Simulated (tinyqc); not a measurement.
Inside a calculation: model-solid line-up of a strained alloy layer on a substrate. Values are carried at full precision from step to step, so a last printed digit may differ when a step is redone from the rounded ones.

All values of the alloy are linear in x but the gap, Eg(x) = (1 - x) Eg_A + x Eg_B - C x (1 - x), and the valence edge, Ev(x) = (1 - x) Ev_A + x Ev_B + fv C x (1 - x); Ec = Ev + Eg. Ev is the top of the unstrained valence band on a scale common to all materials. In the layer only the Gamma valley of the conduction band is followed, also where an X or L valley would lie lower.

Parameters, chosen for this exercise (A near GaP, B near GaAs, substrate near GaP; the results hold for these values, not for the real material):

| symbol | value | unit | meaning |
|---|---|---|---|
| a | (5.45, 5.645) | angstrom | lattice constant of A, B |
| Eg | (2.925, 1.537) | eV | gap at Gamma to the s-like level of A, B |
| Dso | (0.081, 0.341) | eV | spin-orbit splitting of A, B |
| Ev | (-1.27, -0.81) | eV | top of the unstrained valence band of A, B |
| ac | (-8.09, -7.09) | eV | conduction deformation potential of A, B |
| av | (1.72, 1.17) | eV | valence hydrostatic potential of A, B |
| b | (-1.61, -1.98) | eV | tetragonal shear potential of A, B |
| d | (-4.63, -4.87) | eV | trigonal shear potential of A, B |
| C11 | (139.1, 121.4) | GPa | of A, B |
| C12 | (62.4, 55.8) | GPa | of A, B |
| C44 | (70.4, 59.5) | GPa | of A, B |
| C | 0.16 | eV | bowing of the gap |
| fv | 0 |  | share of the bowing taken by the valence edge |
| x | 0.77 |  | fraction of B |
| a_s | 5.45 | angstrom | substrate |
| face | 001 |  | growth face |
| Eg_s | 2.374 | eV | lowest gap of the substrate |
| Ev_s | -1.27 | eV | substrate valence edge |

## Values of the alloy

Interpolate.

Alloy at x (a in angstrom, C11, C12, C44 in GPa, all else in eV):

| symbol | value |
|---|---|
| a | 5.60015 |
| Eg | 1.82790 |
| Dso | 0.28120 |
| Ev | -0.91580 |
| ac | -7.32000 |
| av | 1.29650 |
| b | -1.89490 |
| d | -4.81480 |
| C11 | 125.47100 |
| C12 | 57.31800 |
| C44 | 62.00700 |

## Strain on the (001) substrate

Coherent growth on a (001) face: e_par = (a_s - a)/a, e_perp = -2 (C12/C11) e_par; exx = eyy = e_par, ezz = e_perp, no shear.

Use the values of the alloy.

e_par = -0.026812
e_perp = 0.024496

strain tensor in the cubic axes:
```
           x          y         z
x  -0.026812   0.000000  0.000000
y   0.000000  -0.026812  0.000000
z   0.000000   0.000000  0.024496
```

The layer is under compression in the plane; its volume changes by -2.913 %. Above 2 % only a few nanometres stay coherent, and linear deformation potentials lose accuracy.

## Strained band edges

Strained edges: Ec + ac tr(e); the valence edges are Ev plus the levels of the 6 x 6 matrix of X, Y, Z times spin with -Dso/3 + l exx + m (eyy + ezz) on the diagonal (cyclic), n exy off it, l = av + 2 b, m = av - b, n = sqrt(3) d. Spin-orbit term (Dso/3) L.sigma on X, Y, Z with (L_k)_ij = -i epsilon_kij: <X+|H|Y+> = -i Dso/3, <X+|H|Z-> = Dso/3, <Y+|H|Z-> = -i Dso/3, <Z+|H|X-> = -Dso/3, <Z+|H|Y-> = i Dso/3, <X-|H|Y-> = i Dso/3, and their conjugates; + and - are the spin along z.

Give the hydrostatic shifts, the strain block and the edges.

ac tr(e), av tr(e) (eV): 0.2132  -0.0378

strain block (eV):
```
        X       Y        Z
X  0.0595       0        0
Y       0  0.0595        0
Z       0       0  -0.2322
```

Ec and the three valence edges from the top (eV): 1.1253  -0.8563  -0.9773  -1.3082

strained gap = 1.9817 eV

Strain moves the gap by +154 meV: +251 meV from the volume and -97 meV from the splitting of the valence edge, which always raises the top.

## Offsets against the substrate material

dEc = Ec(substrate) - Ec(layer), dEv = Ev(layer) - Ev(substrate); positive values confine the carrier in the layer. Type I: both of one sign; type II: opposite signs; type III: the gaps do not overlap.

Give also the smallest gap across the interface, min Ec - max Ev.

dEc = -0.0213 eV
dEv = 0.4137 eV

type: II

smallest gap = 1.9603 eV

Electrons collect in the substrate material and holes in the layer. An offset this small is within the spread of parameter sets, so the type is not settled by this model. Where the alloy is indirect its X or L edge, left out, lies lower and changes dEc.

## Checks

- Valence edges against the closed form for (001) strain: they agree to 1e-10 or better.

Computed by tinyqc, a small Python program: `OMP_NUM_THREADS=1 python tinyqc.py 1050172 1050173 out.jsonl` (the numbers bound the seed that draws the inputs); one thread of a shared host (Intel(R) Xeon(R) Processor @ 2.30GHz), about 0.01 s for the whole set of steps.
